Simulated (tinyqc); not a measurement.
What moves the results: six-band hole subbands of a thin body in a field. A value that a table varies takes the place of the one given here.

Basis X, Y, Z times spin, hole energies counted downwards from the unstrained edge (the hydrostatic shift is left out), c = hbar^2/2m0. For a symmetric tensor T let C(T) have C_XX = L Txx + M (Tyy + Tzz), C_XY = N Txy (cyclic), L = c (g1 + 4 g2), M = c (g1 - 2 g2), N = 6 c g3. k = q + kz n, n the unit normal, q = k1 u + k2 v with u along the channel [1-10] and v = n x u. H = C(k k^T) + (Dso/3)(1 - L.sigma) - B + e F z with (L_k)_ij = -i epsilon_kij; B is the block C built from the traceless strain with 2b, -b and sqrt(3) d in place of L, M, N. Strain: exx = eyy = (s11 + s12) sx/2, ezz = s12 sx, exy = -s44 sx/4. Hard walls at z = 0 and t; basis sin(j pi z/t), j = 1 to Nz: kz^2 = (j pi/t)^2, kz = -i D with D_jl = 4 j l/(t (j^2 - l^2)), z_jj = t/2 and z_jl = -8 t j l/(pi (j^2 - l^2))^2 for j + l odd; 1 MV/cm = 0.01 eV/angstrom.

Nz = 14. E1 is the top subband at q = 0, gap the distance to the next pair, and the masses are c q^2/(E(q) - E1) at |q| = 0.02 1/angstrom (mean of the spin pair) along the channel [1-10] and across it in the plane; a dash marks a band that does not rise.

Constants: hbar^2/2m0 = 3.80998211 eV angstrom^2.

Values chosen for the exercise (near those of a p-type Ge channel; not measured data): g1 = 13.44 (Luttinger gamma1); g2 = 4.25 (gamma2); g3 = 5.68 (gamma3); Dso = 0.29 eV (spin-orbit splitting); b = -2.59 eV (tetragonal potential); d = -5.25 eV (trigonal potential); S = (9.77, -2.69, 15.2) 1/TPa (compliances s11, s12, s44); face = 110 (surface); t = 65 angstrom (body thickness); F = 0.8 MV/cm (field across the body); sx = 0 GPa (stress along the channel [1-10], negative in compression).

## Stress along the channel

Each row has its own sx.

Results:
```
sx (GPa)  E1 (meV)  gap (meV)  m channel  m across
-3.0          47.4       97.3      0.039     0.188
-2.0          93.9       97.8      0.041     0.181
-1.0         138.2       98.4      0.043     0.169
-0.5         158.8       98.4      0.045     0.159
0.0          177.7       97.9      0.049     0.146
0.5          193.8       96.5      0.054     0.128
1.0          205.5       95.5      0.062     0.107
```

Under 2 GPa of compression the channel mass goes from 0.049 to 0.041 m0, the mass across from 0.146 to 0.181; the gap to the next subband is 98, 98 and 95 meV at -2, 0 and +1 GPa. The lightest channel mass of the table, 0.039 m0, is at -3.0 GPa.

## Surface orientation and number of bands

Three faces, six bands; and four bands, with Dso set to 1000 eV.

Results:
```
case           E1 (meV)  gap (meV)  m channel  m across
(001) 6 bands     248.9      124.9      0.098     0.098
(001) 4 bands     248.9      191.5      0.088     0.088
(110) 6 bands     177.7       97.9      0.049     0.146
(110) 4 bands     204.0      153.3      0.059     0.098
(111) 6 bands     186.5      139.7      0.082     0.083
(111) 4 bands     186.5      139.7      0.071     0.071
```

With six bands the top subband is shallowest on (110) (177.7 meV) and deepest on (001). The lightest channel mass is on (110) (0.049 m0). Dropping the split-off band moves E1 by 0.0, 26.3 and 0.0 meV and the gap by 66.7, 55.4 and 0.0 meV on the three faces, with Dso = 290 meV.

## What each parameter does

Six bands. Each row changes one parameter from the base and keeps the others.

Results:
```
case             E1 (meV)  gap (meV)  m channel (m0)  m across (m0)
base                177.7       97.9           0.049          0.146
t = 55 angstrom     177.7       98.4           0.048          0.141
F = 1.1 MV/cm       213.7      116.5           0.047          0.156
sx = -0.5 GPa       158.8       98.4           0.045          0.159
g3 = 5.28           210.0      133.4           0.055          0.113
g2 = 4.89           189.0      123.6           0.060          0.124
Dso = 0.435 eV      185.7      108.6           0.051          0.129
d = -4.2 eV         177.7       97.9           0.049          0.146
```

The largest shifts from the base row, up to three for each result and ties (the steps differ in size, so this ranks the rows, not the parameters). E1 (meV): F +36.0, g3 +32.3, sx -18.9; unchanged at the printed digits by t and d. gap (meV): g3 +35.5, g2 +25.7, F +18.6; unchanged at the printed digits by d. m channel (m0): g2 +0.011, g3 +0.006, sx -0.003, Dso +0.003; unchanged at the printed digits by d. m across (m0): g3 -0.033, g2 -0.022, Dso -0.017; unchanged at the printed digits by d.

tinyqc: `OMP_NUM_THREADS=1 python tinyqc.py 1280847 1280848 out.jsonl`; about 0.4 s, one thread, shared Intel(R) Xeon(R) Processor @ 2.30GHz.
